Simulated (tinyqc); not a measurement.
# Trap and transport parameters from the curve

Question. A layer shows an ohmic current q n0 mu V/L, then a square law (9/8) th eps0 eps_r mu V^2/L^3 above Vx = 8 q n0 L^2/(9 th eps0 eps_r), and trap filling at V_TFL = q Nt L^2/(2 eps0 eps_r). th = y/(1 + y), y = (Nc/Nt) exp(-Et/kB T). The square-law current at V is given. Find th, n0, Nt and Et.

Inputs (values chosen for the exercise): temperature T = 300 K; relative permittivity eps_r = 21.2; mobility mu = 0.44 cm^2/(V s); thickness L = 1800 nm; band density of states Nc = 4.6e19 cm^-3; voltage V = 54 V.

Constants: q = 1.602176634e-19 C, kB = 1.380649e-23 J/K, Vt = kB T/q, eps0 = 8.8541878128e-14 F/cm where lengths are in cm. Results are converted to the units shown.

Mott-Gurney J = 3.2288834 A/cm^2
Vx = 3.8906164 V
V_TFL = 179.75632 V

Answer. The square law gives th, Vx gives n0, V_TFL gives Nt, and th with Nt gives Et.

th = 0.006950
n0 = 1.100e13 cm^-3
Nt = 1.300e17 cm^-3
Et = 0.2800 eV

Numbers from tinyqc (`OMP_NUM_THREADS=1 python tinyqc.py 2370037 2370038 out.jsonl`; about 0.01 s on one thread of a shared Intel Xeon 2.30GHz).
